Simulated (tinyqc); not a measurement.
Inside a calculation: finite square well with mass mismatch (envelope functions). Values are carried at full precision from step to step, so a last printed digit may differ when a step is redone from the rounded ones.

A square well of width L and depth V0, mass mw inside and mb outside, energies from the bottom of the well, c = hbar^2/2m0. k = sqrt(mw E/c), kappa = sqrt(mb (V0 - E)/c). psi and psi'/m are continuous at the walls (BenDaniel-Duke), so level n solves k L + 2 atan[(k/mw)/(kappa/mb)] = n pi.

Constants: hbar^2/2m0 = 3.80998211 eV angstrom^2.

Values chosen for the exercise (near those of the heavy valleys of a Si film in SiO2; not measured data):
- L = 50 angstrom (well width)
- V0 = 2.96 eV (barrier height)
- mw = 0.909 m0 (mass in the well)
- mb = 0.513 m0 (mass in the barrier)
- alpha_w = 0.52 1/eV (non-parabolicity in the well)
- alpha_b = 0.17 1/eV (non-parabolicity in the barrier)

## How many levels are bound

At E = V0 the arctangent equals pi/2, so level n is bound if k0 L > (n - 1) pi with k0 = sqrt(mw V0/c). Compare with the infinitely deep well, E1(hard) = c (pi/L)^2/mw.

k0 = 0.84036 1/angstrom
k0 L/pi = 13.3748
number of bound levels = 14
E1(hard) = 0.0165 eV

The count does not depend on mb. One more level binds at L = 52.3 angstrom.

## The lowest level by bisection

f(E) = k L + 2 atan[(k/mw)/(kappa/mb)] - pi rises with E. Twelve halvings of [0, V0]: keep the half in which f changes sign.

Bisection:
```
step,low (eV),high (eV),midpoint (eV),k,kappa,f
1,0.00000,2.96000,1.48000,0.59423,0.44640,27.8583
2,0.00000,1.48000,0.74000,0.42018,0.54673,18.6859
3,0.00000,0.74000,0.37000,0.29711,0.59054,12.2674
4,0.00000,0.37000,0.18500,0.21009,0.61126,7.7461
5,0.00000,0.18500,0.09250,0.14856,0.62137,4.5545
6,0.00000,0.09250,0.04625,0.10505,0.62636,2.2994
7,0.00000,0.04625,0.02312,0.07428,0.62884,0.7054
8,0.00000,0.02312,0.01156,0.05252,0.63008,-0.4214
9,0.01156,0.02312,0.01734,0.06433,0.62946,0.1900
10,0.01156,0.01734,0.01445,0.05872,0.62977,-0.1003
11,0.01445,0.01734,0.01590,0.06159,0.62961,0.0481
12,0.01445,0.01590,0.01518,0.06017,0.62969,-0.0252
```

After twelve halvings the bracket is V0/4096 = 0.723 meV wide.

## Bound levels

Solve the condition for each n (six at most). With A = cos(kL/2) for even and sin(kL/2) for odd levels, the probability in the barriers is Pb = (A^2/kappa)/(A^2/kappa + L/2 +/- sin(kL)/(2k)), + for even.

Levels:
```
n,parity,E (eV),k (1/angstrom),kappa (1/angstrom),Pb
1,even,0.0154,0.06066,0.62966,0.0002
2,odd,0.0617,0.12130,0.62470,0.0007
3,even,0.1387,0.18189,0.61634,0.0017
4,odd,0.2463,0.24242,0.60447,0.0031
5,even,0.3845,0.30286,0.58889,0.0051
6,odd,0.5528,0.36317,0.56931,0.0077
```

The lowest level lies at 93 % of the infinite-well value and decays into the barrier over 1/kappa = 1.6 angstrom. Above about 0.5 eV (from level 6 on) a parabolic band is a rough model.

## Mass in the plane and density of states

To first order in the in-plane energy, 1/m_par = (1 - Pb)/mw + Pb/mb for each subband. Each adds a step D = m_par/(2 pi c) to the density of states per area (spin included, one valley); 1/angstrom^2 = 1e16/cm^2.

Subbands:
```
n,m_par (m0),D (1e13/(eV cm^2))
1,0.9089,37.966
2,0.9085,37.950
3,0.9078,37.922
4,0.9068,37.881
5,0.9055,37.824
6,0.9036,37.747
```

The mass is taken as isotropic here; the valleys of Si are not, and in the plane they have mt, about 0.19 m0, so their real steps are about five times smaller.

## Levels with energy-dependent masses

Non-parabolic bands: mw is replaced by mw (1 + alpha_w E) and mb by mb (1 - alpha_b (V0 - E)), in k, kappa and the matching condition alike.

Solve the same condition with the energy-dependent masses, and list the shift from the parabolic levels that exist in both.

Levels:
```
n,E (eV),mass inside,mass outside,shift (meV)
1,0.0156,0.9164,0.2562,0.2
2,0.0611,0.9379,0.2602,-0.6
3,0.1327,0.9717,0.2664,-6.0
4,0.2259,1.0158,0.2746,-20.5
5,0.3360,1.0678,0.2842,-48.5
6,0.4591,1.1260,0.2949,-93.7
```

Level 1 moves by +0.2 meV and level 6 by -93.7 meV. The lighter mass deep in the barrier hardens the wall for low levels; the heavier mass in the well wins higher up.

## Checks

- Lowest level by finite differences (200 cells across the well) against the matching condition, eV: both 0.0154.

Computed by tinyqc, a small Python program: `OMP_NUM_THREADS=1 python tinyqc.py 1280230 1280231 out.jsonl` (the numbers bound the seed that draws the inputs); one thread of a shared host (Intel(R) Xeon(R) Processor @ 2.30GHz), about 0.01 s for the whole set of steps.
